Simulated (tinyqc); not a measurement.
## Dose and depth of a threshold implant

Question. A sheet of D acceptors per cm^2 lies at depth xi inside the depleted layer of a body doped Na. In the depletion approximation VT = Vfb + f2 + q D/Cox + gamma sqrt(f2 + Vsb - q D xi/(eps0 eps_r)), gamma = sqrt(2 eps0 eps_r q Na)/Cox, Cox = eps0 eox/tox. Find gamma, D and xi.

Values chosen for this exercise; band and dielectric values close to those of silicon:
- eps_r = 11.9 (relative permittivity)
- Na = 5e16 cm^-3 (acceptor density deep in the body)
- eox = 3.9 (relative permittivity of the gate insulator (close to silicon dioxide))
- tox = 5 nm (insulator thickness)
- Vfb = -0.74 V (flat-band voltage)
- f2 = 0.805 V (band bending 2 phiF at threshold)

Constants: q = 1.602176634e-19 C, eps0 = 8.8541878128e-14 F/cm where lengths are in cm. Results are converted to the units shown.

VT against the source at Vsb = 0 and 2.9 V (V): 0.45150171  0.66642974

Solution. With y^2 = f2 - q D xi/(eps0 eps_r) and d the difference of the thresholds over gamma, sqrt(y^2 + Vsb) - y = d gives y = (Vsb - d^2)/(2 d). The first threshold then gives D, and y^2 gives xi.

gamma = 0.1881 V^0.5
D = 1.100e12 cm^-2
xi = 19.00 nm

Computed by the program tinyqc: `OMP_NUM_THREADS=1 python tinyqc.py 2080089 2080090 out.jsonl`, one thread of a shared Intel Xeon 2.30GHz, about 0.3 s for the whole run.
